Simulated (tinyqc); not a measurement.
# A discretised effective-mass wire between two leads, recursive Green functions: effects of single changes

Finite differences on a grid of step a give a chain with hopping -t, t = C/(m a^2), C = hbar^2/(2 m0), and site energies 2 t + U_i for the N = 9 sites of the device; the semi-infinite leads have site energy 2 t. Each slice is one site, and V = -t couples neighbouring slices.

Values chosen for this exercise:

| symbol | value | unit | meaning |
|---|---|---|---|
| m | 0.15 | m0 | effective mass |
| a | 0.44 | nm | grid step |
| U | [0.77, 0.77, 0, 0, 0, 0, 0, 0.77, 0.77] | eV | potential on the sites 1 to N |
| E | 0.182 | eV | energy above the band bottom of the leads |

Constants: q = 1.602176634e-19 C, hbar = 1.054571817e-34 J s, m0 = 9.1093837015e-31 kg, hbar^2/(2 m0) = 0.0380998212 eV nm^2. Results are converted to the units shown.

Each table varies one quantity; the others keep the values above.

## Effect of the strength of the potential

Sigma = t^2 g(E - 2 t), g(x) = (x - i sqrt(4 t^2 - x^2))/(2 t^2) for |x| < 2 t and (x - sign(x) sqrt(x^2 - 4 t^2))/(2 t^2) otherwise; Gamma = i (Sigma - Sigma^dagger); both leads give the same. Forward pass: g_1 = (E - H_1 - Sigma)^(-1), g_i = (E - H_i - V g_(i-1) V^dagger)^(-1), with Sigma also subtracted on the last slice; G_(i,1) = g_i V G_(i-1,1), starting from g_1. H_i is the block of slice i, its site energy. T(E) = Tr[Gamma G_(N,1) Gamma G_(N,1)^dagger]. All U are multiplied by the factor sc.

Result of one run:
```
sc	T(E)	reflection, modes - T(E)
1.75	0.005574	0.9944
```

What becomes of these results when the scale factor of the potential sc is changed from 1.75 to 1.25, all else the same?

Result of the changed run:
```
sc	T(E)	reflection, modes - T(E)
1.25	0.07022	0.9298
```

The whole series:
```
sc	T(E)	reflection, modes - T(E)
0	1.000	0
0.25	0.7869	0.2131
0.5	0.7002	0.2998
0.75	0.9685	0.03153
1	0.4283	0.5717
1.25	0.07022	0.9298
1.5	0.01707	0.9829
1.75	0.005574	0.9944
2	0.002194	0.9978
```

T(E) moves up and down between 0.00219 and 1.00. At sc = 0 the device equals the leads and transmits all 1 open mode(s). Between the first two non-zero rows the reflection goes as sc^(0.49); the sc^2 of weak scattering holds only at smaller sc than these rows.

## Transmission against energy

Same model as above.

Result of one run:
```
E (eV)	open modes	T(E)	T(E) per open mode
0.402	1	0.061017	0.061017
```

What becomes of these results when the energy above the band bottom of the leads E is changed from 0.402 to 1.161 eV, all else the same?

Result of the changed run:
```
E (eV)	open modes	T(E)	T(E) per open mode
1.161	1	0.34646	0.34646
```

The whole series:
```
E (eV)	open modes	T(E)	T(E) per open mode
0.023	1	2.9677e-4	2.9677e-4
0.15	1	0.054548	0.054548
0.276	1	0.095334	0.095334
0.402	1	0.061017	0.061017
0.529	1	0.10987	0.10987
0.655	1	0.34572	0.34572
0.782	1	0.99274	0.99274
0.908	1	0.61076	0.61076
1.034	1	0.38491	0.38491
1.161	1	0.34646	0.34646
1.287	1	0.40147	0.40147
1.414	1	0.54844	0.54844
1.54	1	0.78133	0.78133
```

T(E) lies between 2.97e-4 (E = 0.023 eV) and 0.993 (E = 0.782 eV) in these rows. The leads offer 1 open mode(s), of which the mean share 0.36 is transmitted. In 6 of the 13 rows E exceeds 0.6 t, where the lattice band lies more than 5 % below the parabola at the same k, so the grid is coarse for a continuum model.

## The device repeated

Same model as above.

The list U is repeated k times, so the device has k N slices.

Result of one run:
```
k	T(E)	ln T(E)
12	5.896e-10	-21.25
```

What becomes of these results when the number of repeats k is changed from 12 to 10, all else the same?

Result of the changed run:
```
k	T(E)	ln T(E)
10	2.510e-8	-17.50
```

The whole series:
```
k	T(E)	ln T(E)
1	0.4283	-0.8479
2	0.07949	-2.532
3	0.01255	-4.378
4	0.001933	-6.249
5	2.965e-4	-8.123
6	4.546e-5	-9.999
8	1.068e-6	-13.75
10	2.510e-8	-17.50
12	5.896e-10	-21.25
```

T(E) falls from 0.428 to 5.90e-10; over the last rows ln T(E) drops by a steady 1.88 a repeat: the energy lies in a gap of the periodic structure that the repeats form, with a decay length of 9.60 slices for the amplitude.

Numbers from tinyqc (`OMP_NUM_THREADS=1 python tinyqc.py 2660022 2660023 out.jsonl`; about 0.02 s on one thread of a shared Intel Xeon 2.30GHz).
